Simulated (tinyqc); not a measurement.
# MOS structure on a p-type body, non-linear Poisson equation by Newton steps: what changes with what

One dimension, insulator interface at x = 0, acceptor density Na, uniform, net doping C = -(acceptor density). psi is counted from the intrinsic level: n = ni exp((psi - Vb)/Vt), p = ni exp(-psi/Vt); deep in the body psi_b = -Vt ln(Na/ni). The gate acts through Cox = eps0 eox/tox and has the potential psi_G = Vg - (phiM - chi - Vt ln(Nc/ni)). Boltzmann statistics, full ionisation, classical densities, no oxide or interface charge.

Values chosen for this exercise; band and dielectric values close to those of silicon:
```
symbol    value   unit                                                               meaning
T           250      K                                                           temperature
Eg         1.14     eV                                                              band gap
eps_r      11.9                                                        relative permittivity
Nc      2.11e19  cm^-3                                conduction-band density of states at T
Nv      1.98e19  cm^-3                                   valence-band density of states at T
chi        3.98     eV                                                     electron affinity
Na       1.1e16  cm^-3                                     acceptor density deep in the body
eox        21.6         relative permittivity of the gate insulator (close to hafnium oxide)
tox          11     nm                                                   insulator thickness
phiM       4.47     eV                                                    gate work function
Vb            0      V                       electron quasi-Fermi potential against the body
```

Constants: q = 1.602176634e-19 C, kB = 1.380649e-23 J/K, Vt = kB T/q, eps0 = 8.8541878128e-14 F/cm where lengths are in cm. Results are converted to the units shown.

Each table varies one quantity; the others keep the values above.

## Charge and capacitance against gate voltage

ni = sqrt(Nc Nv) exp(-Eg/(2 Vt)), Eg in volts. The Poisson equation d/dx(eps0 eps_r dpsi/dx) = -q (p - n + C), with eps0 eps_r dpsi/dx = -Cox (psi_G - psi_0) at x = 0, is solved on a mesh of about 600 nodes or more. N_inv is the integral of n less its value deep in the body. C_LF = Cox (1 - dpsi_0/dVg) with all carriers following; C_HF is the same with the electron quasi-Fermi level shifting uniformly so that N_inv stays fixed. The centroid is that of the same excess.

Charge and capacitance against gate voltage:
```
Vg (V)  psi_0 - psi_b (V)  N_inv (cm^-2)  C_LF/Cox  C_HF/Cox  centroid (nm)
0.07                0.533         1.20e4    0.0239    0.0239           5.45
0.2                 0.661         3.88e6    0.0215    0.0215           4.83
0.34                0.797         2.02e9    0.0275    0.0195           4.35
0.47                0.906        2.19e11     0.433    0.0185           3.55
0.61                0.957        1.17e12     0.756    0.0185           2.37
0.74                0.982        2.32e12     0.849    0.0185           1.78
0.87                0.999        3.55e12     0.892    0.0185           1.43
1.01                 1.01        4.92e12     0.918    0.0185           1.19
1.14                 1.02        6.23e12     0.934    0.0185           1.04
1.28                 1.03        7.66e12     0.945    0.0185          0.914
```

N_inv goes from 12000 to 7.66e12 cm^-2 and passes 2e11 cm^-2 at Vg = 0.466 V. Below threshold it takes 51.5 mV a decade between Vg = 0.2 and 0.34 V, against Vt ln 10 = 49.6 mV. C_LF/Cox is lowest, 0.0215, at Vg = 0.2 V among the rows listed and ends at 0.945, while C_HF/Cox ends at 0.0185. Between the last two rows q dN_inv/dVg is 0.939 Cox. Where the classical centroid is under about 2 nm, confinement would move the charge away from the interface and raise the threshold. Above about 2e12 cm^-2 degeneracy matters too.

## Effect of the electron quasi-Fermi potential against the body on threshold, swing and body effect

VT is the Vg at which N_inv = 2e11 cm^-2. m = 1/(dpsi_0/dVg) at N_inv = 1e8 cm^-2; the swing is the Vg between N_inv = 1e8 and 1e9 cm^-2; body coefficient [VT(Vb + 0.05 V) - VT(Vb)]/0.05 V - 1.

Results:
```
Vb (V)  VT (V)  psi_0 - psi_b at VT (V)   m - 1  swing (mV/decade)  body coefficient
0        0.466                    0.903  0.0212               51.5            0.0285
0.3      0.774                     1.21  0.0178               51.1            0.0236
0.6       1.08                     1.51  0.0157               50.9            0.0204
0.9       1.39                     1.81  0.0142               50.7            0.0182
1.5       2.00                     2.41  0.0122               50.5            0.0152
1.8       2.30                     2.71  0.0115               50.5            0.0142
```

Estimate the missing row, Vb = 1.2 V.

Computed row:
```
Vb (V)  VT (V)  psi_0 - psi_b at VT (V)   m - 1  swing (mV/decade)  body coefficient
1.2       1.69                     2.11  0.0131               50.6            0.0165
```

With this row back in the table: As Vb goes from 0 to 1.8, VT rises from 0.466 to 2.30 V, the swing falls from 51.5 to 50.5 mV/decade and the body coefficient falls from 0.0285 to 0.0142. The swing stays within 1.7 % of m Vt ln 10, and the body coefficient within 0.0073 of m - 1.

Numbers from tinyqc (`OMP_NUM_THREADS=1 python tinyqc.py 2080088 2080089 out.jsonl`; about 0.3 s on one thread of a shared Intel Xeon 2.30GHz).
